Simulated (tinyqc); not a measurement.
# Bulk resistivity and mean free path from two films

Question. In the thick-film limit single-crystal films obey rho = rho0 (1 + 3 (1 - ps) lam/(8 d)). Find rho0, lam and the product rho0 lam.

Parameters, values chosen for the exercise: specular share of surface scattering ps = 0.

rho at d = 95 and 290 nm (uohm cm): 1.9617105  1.7857328

Solution. rho is a straight line in 1/d: the intercept is rho0 and the slope (3/8)(1 - ps) rho0 lam. Without ps only the product (1 - ps) lam could be found.

rho0 = 1.700 uohm cm
lam = 39.00 nm
rho0 lam = 66.30 uohm cm nm

Program tinyqc, `OMP_NUM_THREADS=1 python tinyqc.py 2100130 2100131 out.jsonl`; Intel Xeon 2.30GHz, shared host, one thread, about 0.01 s.
